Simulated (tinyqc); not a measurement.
# Elastic trap-assisted tunnelling through a dielectric: two studies

Emitter at x = 0 (Fermi level 0), collector at x = t (Fermi level -V), band edge U(x) = phi - F x, F = V/t. A trap at x has the energy E = U(x) - Et. With G(u) = (4/(3 F)) sqrt(mo/C) max(u, 0)^1.5, C = hbar^2/(2 m0): S1 = G(phi - E) - G(Et), S2 = G(Et) - G(phi - V - E), T1,2 = exp(-S1,2). The steady rate through one trap is nu T1 T2 (f1 - f2)/(T1 + T2), f1 = f(E), f2 = f(E + V), f(y) = 1/(1 + exp(y/Vt)); both contacts offer states at E.

Parameters, values chosen for the exercise; dielectric values close to those of silicon dioxide: temperature T = 300 K; barrier above the emitter Fermi level phi = 3.08 eV; tunnelling mass mo = 0.51 m0; thickness t = 4.1 nm; trap depth below the band edge of the dielectric Et = 2.57 eV; trap density Nt = 1.8e18 cm^-3; attempt frequency nu = 1e13 1/s; voltage V = 2.95 V.

Constants: q = 1.602176634e-19 C, kB = 1.380649e-23 J/K, hbar = 1.054571817e-34 J s, m0 = 9.1093837015e-31 kg, Vt = kB T/q, hbar^2/(2 m0) = 0.0380998212 eV nm^2. Results are converted to the units shown.

Each table varies one quantity; the others keep the values above.

## Effect of the thickness at fixed voltage

J = q Nt times the integral of the rate over x. Direct S = (4/(3 F)) sqrt(mo/C) [phi^1.5 - max(phi - V, 0)^1.5].

Results:
```
t (nm)  J (A/cm^2)  x of the peak over t  larger S there  direct S
3          0.00381                 0.409            16.7      26.6
3.8        4.68e-5                 0.411            21.1      33.7
5.5        4.05e-9                 0.414            30.4      48.7
6.4       2.87e-11                 0.415            35.4      56.7
7.3       2.04e-13                 0.416            40.3      64.7
8.1       2.51e-15                 0.416            44.7      71.8
9         1.79e-17                 0.417            49.7      79.7
```

Estimate the missing row, t = 4.7 nm.

Computed row:
```
t (nm)  J (A/cm^2)  x of the peak over t  larger S there  direct S
4.7        3.31e-7                 0.413            26.1      41.6
```

With this row back in the table: J falls from 0.00381 to 1.79e-17 A/cm^2, on average 2.39 decades a nanometre, against 3.85 for the direct exponent: trap-assisted leakage falls more slowly, so it gains on direct tunnelling as the layer thickens.

## Current against voltage

Same model as above.

Current against voltage:
```
V (V)  J (A/cm^2)  x of the peak over t  larger S there  direct S
0.3      1.23e-12                 0.497            24.3      51.3
0.77      1.01e-8                 0.494            24.6      49.2
1.24      1.57e-6                 0.468            23.9      46.9
1.7       2.36e-6                 0.454            23.7      44.5
2.17      3.43e-6                 0.439            23.5      41.8
2.64      5.73e-6                 0.424            23.1      38.7
3.11      1.20e-5                 0.405            22.6      34.8
3.57      4.49e-5                 0.382            21.8      30.3
4.04      4.06e-4                 0.198            20.4      26.8
4.51      0.00304                 0.173            18.3      24.0
```

J rises from 1.23e-12 to 0.00304 A/cm^2, by 8.33 decades a volt between the first two rows and 1.86 between the last two. The position of the peak falls from 0.497 to 0.173 of t; only traps beyond x/t = (phi - Et)/V lie below the emitter Fermi level, with phi - Et = 0.510 eV. It jumps from 0.382 to 0.198 between V = 3.57 and 4.04 V. For V = 4.51 the field exceeds 10 MV/cm.

Range of the model: Phonon-assisted (inelastic) capture, chains of traps and a spread of trap depths are left out.

Numbers from tinyqc (`OMP_NUM_THREADS=1 python tinyqc.py 2370173 2370174 out.jsonl`; about 0.05 s on one thread of a shared Intel Xeon 2.30GHz).
